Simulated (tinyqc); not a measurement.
Static screening by free carriers, step by step. Values are carried at full precision from step to step, so a last printed digit may differ when a step is redone from the rounded ones.

kF = (3 pi^2 n/Mv)^(1/3), EF = c kF^2/m with c = hbar^2/2m0, n in 1/angstrom^3 (1e-24 per 1/cm^3), e2 = e^2/(4 pi eps0). Thomas-Fermi: qTF^2 = 6 pi e2 n/(eps EF). Debye: qD^2 = 4 pi e2 n/(eps kB T).

Constants: hbar^2/2m0 = 3.80998211 eV angstrom^2; e^2/(4 pi eps0) = 14.39964547 eV angstrom; kB = 8.617333262e-05 eV/K; a0 (Bohr radius) = 0.5291772105 angstrom; hbar = 6.58211957e-16 eV s.

Parameters, chosen for this exercise (near those of Ge; the results hold for these values, not for the real material):
- n = 8.6e+19 1/cm^3 (carrier density)
- m = 0.2181 m0 (mass of one isotropic valley)
- Mv = 4 (valleys)
- eps = 16.7 (background dielectric constant)
- T = 300 K
- q = 0.138 1/angstrom (wave vector)
- aD = 47 angstrom (trial radius)
- NI = 8.6e+19 1/cm^3 (ionised impurities)

## Fermi and screening wave vectors

Also the effective Bohr radius aB = a0 eps/m and rs = (3/(4 pi n))^(1/3)/aB.

kF = 0.086024 1/angstrom
EF at 0 K = 129.3 meV
EF/kT = 5.00
qTF = 0.10398 1/angstrom
qD = 0.18986 1/angstrom
aB = 40.52 angstrom
rs = 0.347

The gas is degenerate, so the Thomas-Fermi value applies.

## Screening at finite temperature

F_j(eta) = (1/Gamma(j + 1)) integral_0^infinity x^j dx/(1 + exp(x - eta)), which tends to exp(eta) for eta << 0.

At finite T: qs^2 = qD^2 F_-1/2(eta)/F_1/2(eta), where n = Mv N F_1/2(eta) and N = 2 (m kB T/(4 pi c))^(3/2) with c = hbar^2/2m0, in 1/angstrom^3; times 1e24 for 1/cm^3.

Solve for eta and form qs.

n/(Mv N) = 8.412
eta = 4.823
qs = 0.1019 1/angstrom
screening length 1/qs = 9.810 angstrom

qs is 0.537 of the Debye value and 0.980 of the Thomas-Fermi value.

## Lindhard function at one q

Lindhard at zero temperature: eps(q)/eps = 1 + (qTF/q)^2 L(x), x = q/(2 kF), L(x) = 1/2 + ((1 - x^2)/(4x)) ln|(1 + x)/(1 - x)|.

Compare with Thomas-Fermi, 1 + (qTF/q)^2.

x = 0.8021
L(x) = 0.7455
eps(q)/eps, Lindhard = 1.423
eps(q)/eps, Thomas-Fermi = 1.568

The carriers respond with 75 % of their long-wave strength at this q.

## A donor in the screened potential

Donor in the screened potential -(e2/eps) exp(-qs r)/r with the trial function exp(-r/a): E(a) = c/(m a^2) - (e2/eps) 4/(a (2 + qs a)^2), e2 = e^2/(4 pi eps0), c = hbar^2/2m0; isotropic mass.

Evaluate both terms at a = aD.

kinetic term = 7.908 meV
potential term = -1.591 meV
E(aD) = 6.317 meV
unscreened level -m Ry/eps^2 (Ry = 13.60569312 eV) = -10.640 meV

This trial radius gives no binding, nor does any radius up to 3 aB.

## Ionised-impurity scattering at E = 3 kT

Brooks-Herring rate for an electron of energy E: 1/tau = NI (pi e2^2/(eps^2 hbar)) (sqrt(c/m)/E^(3/2)) Phi(b), with Phi = ln(1 + b) - b/(1 + b), b = (2k/qs)^2, k^2 = m E/c, NI in 1/angstrom^3.

e2 = e^2/(4 pi eps0), c = hbar^2/2m0; mobility estimate mu = tau/(m m0/e) with m0/e = 5.685630e-12 kg/C, times 1e4 for cm^2/(V s).

b = 1.709
Phi = 0.3657
1/tau = 2.16e+13 1/s
mu at this energy = 373 cm^2/(V s)

b is not large: the electron wavelength is comparable with the screening length, outside the regime that the Brooks-Herring formula is meant for. In this degenerate gas the current is carried at EF, above 3 kT.

## Checks

- Scattering rate against the golden-rule integral over angles (1/s): both 2.160e+13.
- L(x) at x = 0.7 against the integral over the Fermi sphere: both 0.81595.

Run: tinyqc, `OMP_NUM_THREADS=1 python tinyqc.py 1651484 1651485 out.jsonl`; Intel(R) Xeon(R) Processor @ 2.30GHz, one thread, shared host; about 0.01 s of CPU time with all checks.
